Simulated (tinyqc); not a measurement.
# Fully depleted semiconductor-on-insulator film with two gates, non-linear Poisson equation by Newton steps: two studies

One dimension across the film, front interface at x = 0, back interface at x = ts. psi is counted from the intrinsic level, n = ni exp(psi/Vt) (source grounded), holes neglected, acceptors ionised. Gates act through Cox = eps0 eox/tox and Cbox = 3.9 eps0/tb with potentials G1 = Vg - (phiM - chi - Vt ln(Nc/ni)) and G2 = Vb - (phiB - chi - Vt ln(Nc/ni)). Classical Boltzmann densities, no interface charge, no depletion in the back plane.

Inputs (values chosen for the exercise); band and dielectric values close to those of silicon: temperature T = 300 K; band gap Eg = 1.13 eV; relative permittivity eps_r = 11.6; conduction-band density of states at T Nc = 2.81e19 cm^-3; valence-band density of states at T Nv = 2.68e19 cm^-3; electron affinity chi = 4.11 eV; relative permittivity of the gate insulator (close to silicon dioxide) eox = 3.9; insulator thickness tox = 1.8 nm; film thickness ts = 25 nm; buried-oxide thickness (eps_r 3.9) tb = 15 nm; acceptor density of the film Na = 1e15 cm^-3; work function of the front gate phiM = 4.64 eV; work function of the back plane phiB = 5.16 eV; back-gate voltage Vb = 0 V.

Constants: q = 1.602176634e-19 C, kB = 1.380649e-23 J/K, Vt = kB T/q, eps0 = 8.8541878128e-14 F/cm where lengths are in cm. Results are converted to the units shown.

Each table varies one quantity; the others keep the values above.

## Charge against front-gate voltage

ni = sqrt(Nc Nv) exp(-Eg/(2 Vt)), Eg in volts. The Poisson equation eps0 eps_r d2psi/dx2 = q (n + Na), with -eps0 eps_r dpsi/dx = Cox (G1 - psi) at x = 0 and eps0 eps_r dpsi/dx = Cbox (G2 - psi) at x = ts, is solved on 300 equal intervals with half boxes at both ends; N_inv is the trapezoid sum of n. Swing = ln 10/(d ln N_inv/dVg); the last column is (dN_inv/dVb)/(dN_inv/dVg).

Result of one run:

| Vg (V) | psi front (V) | psi back (V) | N_inv (cm^-2) | centroid/ts | swing (mV/decade) | q dN_inv/dVg over Cox | back/front leverage |
|---|---|---|---|---|---|---|---|
| 0.11 | 0.100 | -0.110 | 1.32e5 | 0.122 | 67.1 | 3.79e-7 | 0.126 |

What becomes of these results when the front-gate voltage Vg is changed from 0.11 to 1.31 V, all else the same?

Result of the changed run:

| Vg (V) | psi front (V) | psi back (V) | N_inv (cm^-2) | centroid/ts | swing (mV/decade) | q dN_inv/dVg over Cox | back/front leverage |
|---|---|---|---|---|---|---|---|
| 1.31 | 0.619 | 0.169 | 7.76e12 | 0.0278 | 1.60e3 | 0.933 | 0.0857 |

The whole series:

| Vg (V) | psi front (V) | psi back (V) | N_inv (cm^-2) | centroid/ts | swing (mV/decade) | q dN_inv/dVg over Cox | back/front leverage |
|---|---|---|---|---|---|---|---|
| 0.11 | 0.100 | -0.110 | 1.32e5 | 0.122 | 67.1 | 3.79e-7 | 0.126 |
| 0.26 | 0.240 | -0.0206 | 2.34e7 | 0.0991 | 66.5 | 6.76e-5 | 0.117 |
| 0.41 | 0.379 | 0.0684 | 4.23e9 | 0.0831 | 67.0 | 0.0121 | 0.110 |
| 0.56 | 0.496 | 0.138 | 2.98e11 | 0.0683 | 131 | 0.439 | 0.103 |
| 0.71 | 0.548 | 0.158 | 1.44e12 | 0.0530 | 365 | 0.757 | 0.0949 |
| 0.86 | 0.576 | 0.164 | 2.90e12 | 0.0428 | 655 | 0.851 | 0.0906 |
| 1.01 | 0.594 | 0.166 | 4.47e12 | 0.0361 | 961 | 0.894 | 0.0882 |
| 1.16 | 0.608 | 0.168 | 6.10e12 | 0.0313 | 1.28e3 | 0.918 | 0.0867 |
| 1.31 | 0.619 | 0.169 | 7.76e12 | 0.0278 | 1.60e3 | 0.933 | 0.0857 |

N_inv passes 1e11 cm^-2 at Vg = 0.510 V. The swing starts at 67.1 mV a decade, against (1 + k) Vt ln 10 = 64.1 for a front channel with k = Cs Cbox/(Cox (Cs + Cbox)) = 0.0769, Cs = eps0 eps_r/ts; above threshold this column is no longer a subthreshold swing. The centroid falls from 0.122 to 0.0278 of ts and the leverage of the back gate falls from 0.126 to 0.0857. For Vg = 0.71, 0.86, 1.01, 1.16, 1.31 the density at an interface exceeds 0.3 Nc, where Boltzmann statistics fail. For Vg = 0.26, 0.41, 0.56, 0.71, 0.86, 1.01, 1.16, 1.31 the classical centroid lies within 3 nm of an interface, where confinement, left out, would push it away.

## Threshold and coupling against the insulator thickness

VT is the Vg for N_inv = 1e11 cm^-2; -dVT/dVb from the linearised equation. Limits with Cs = eps0 eps_r/ts: front channel Cs Cbox/(Cox (Cs + Cbox)), back channel Cbox (Cox + Cs)/(Cox Cs). Swing at N_inv = 1e8 cm^-2.

The same in every row: centroid/ts at VT = 0.0738.

Threshold and coupling against the insulator thickness:

| tox (nm) | VT (V) | -dVT/dVb | front-channel limit | back-channel limit | swing (mV/decade) |
|---|---|---|---|---|---|
| 0.9 | 0.469 | 0.0661 | 0.0385 | 0.620 | 64.0 |
| 1.3 | 0.487 | 0.0837 | 0.0555 | 0.647 | 65.0 |
| 1.8 | 0.510 | 0.106 | 0.0769 | 0.680 | 66.4 |
| 2.5 | 0.541 | 0.137 | 0.107 | 0.727 | 68.2 |
| 3.6 | 0.591 | 0.185 | 0.154 | 0.800 | 71.1 |
| 5.1 | 0.659 | 0.251 | 0.218 | 0.900 | 75.1 |
| 7.2 | 0.754 | 0.343 | 0.308 | 1.04 | 80.6 |

As tox goes from 0.9 to 7.2, VT rises from 0.469 to 0.754 V, the centroid stays near 0.0738 of ts and -dVT/dVb rises from 0.0661 to 0.343. The coupling covers 4.76 % of the way from the front-channel to the back-channel limit in the first row and 4.87 % in the last.

Program tinyqc, `OMP_NUM_THREADS=1 python tinyqc.py 2190025 2190026 out.jsonl`; Intel Xeon 2.30GHz, shared host, one thread, about 0.3 s.
